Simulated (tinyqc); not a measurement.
Reverse leakage of an n+-p junction: diffusion, generation, trap-assisted and band-to-band tunnelling: leakage components against the trap level above the intrinsic level.

One-sided abrupt junction in the depletion approximation, x from the junction (0) to W on the p side, field F = F0 (1 - x/W). Flat quasi-Fermi levels, long p side. Traps generate through SRH with both lifetimes shortened by 1 + Gamma (Hurkx enhancement, form for moderate fields); band-to-band generation is local and needs a total bending above Eg.

ni = sqrt(Nc Nv) exp(-Eg/(2 Vt)), Eg in volts; Vbi = Vt ln(Na Nd/ni^2); W = sqrt(2 eps0 eps_r (Vbi + VR)/(q Na)); F0 = 2 (Vbi + VR)/W; FG = sqrt(24 mt m0 (kB T)^3)/(q hbar); J_diff = q ni^2 sqrt(Dn/tau)(1 - exp(-VR/Vt))/Na. u = (Vbi + VR)(1 - x/W)^2, p = Na exp(-u/Vt), n = Nd exp((u - Vbi - VR)/Vt); G0 = ni^2 (1 - exp(-VR/Vt))/(tau (n + p + 2 ni cosh(Et/Vt))); Gamma = 2 sqrt(3 pi)(F/FG) exp((F/FG)^2); trap-assisted part G0 Gamma; G_bb = Ab F^2.5 exp(-Bb/F) with F in V/cm, zero unless Vbi + VR > Eg, and counted as zero under 1 cm^-3 s^-1. Currents are q times the integrals over 0 to W; J_bb under 1e-8 of J is printed as 0; rows with F0/FG above 2.2, beyond the range of this Gamma, are left out.

Parameters, values chosen for the exercise; band and dielectric values close to those of silicon:
```
symbol    value                 unit                                             meaning
T           250                    K                                         temperature
Eg         1.11                   eV                                            band gap
eps_r      11.8                                                    relative permittivity
Nc      2.13e19                cm^-3              conduction-band density of states at T
Nv      2.01e19                cm^-3                 valence-band density of states at T
Na       7.5e16                cm^-3                acceptor density of the lighter side
Nd         1e19                cm^-3                   donor density of the heavier side
tau        3e-7                    s         SRH lifetime of both carriers at zero field
mt         0.24                   m0                                     tunnelling mass
Dn           28               cm^2/s  electron diffusion coefficient on the lighter side
Ab       2.1e14  cm^-0.5 V^-2.5 s^-1                              band-to-band prefactor
Bb       1.91e7                 V/cm                         band-to-band field constant
VR          1.7                    V                                        reverse bias
```

Constants: q = 1.602176634e-19 C, kB = 1.380649e-23 J/K, hbar = 1.054571817e-34 J s, m0 = 9.1093837015e-31 kg, Vt = kB T/q, eps0 = 8.8541878128e-14 F/cm where lengths are in cm. Results are converted to the units shown.

The same in every row: F0 (kV/cm) = 248; F0/FG = 0.902; J_diff (A/cm^2) = 3.71e-16; J_bb (A/cm^2) = 0.

Leakage components against the trap level above the intrinsic level:
```
Et (eV)  J_SRH (A/cm^2)  J_TAT (A/cm^2)  J (A/cm^2)              largest part
-0.3           1.01e-15        4.97e-15    6.36e-15  trap-assisted tunnelling
-0.2           9.18e-14        4.69e-13    5.62e-13  trap-assisted tunnelling
-0.1           8.36e-12        4.39e-11    5.23e-11  trap-assisted tunnelling
0              3.87e-10         2.07e-9     2.46e-9  trap-assisted tunnelling
0.1            8.36e-12        4.39e-11    5.23e-11  trap-assisted tunnelling
0.2            9.18e-14        4.69e-13    5.62e-13  trap-assisted tunnelling
0.3            1.01e-15        4.97e-15    6.36e-15  trap-assisted tunnelling
```

What does the table show?

J goes from 6.36e-15 through a maximum of 2.46e-9 (at Et = 0 among the rows listed) to 6.36e-15 A/cm^2. Trap-assisted tunnelling leads at Et = -0.3 and in all other rows.

Range of the model: The n+ side is degenerate, so Vbi from Boltzmann statistics is only a guide.

Computed by the program tinyqc: `OMP_NUM_THREADS=1 python tinyqc.py 2290121 2290122 out.jsonl`, one thread of a shared Intel Xeon 2.30GHz, about 0.01 s for the whole run.
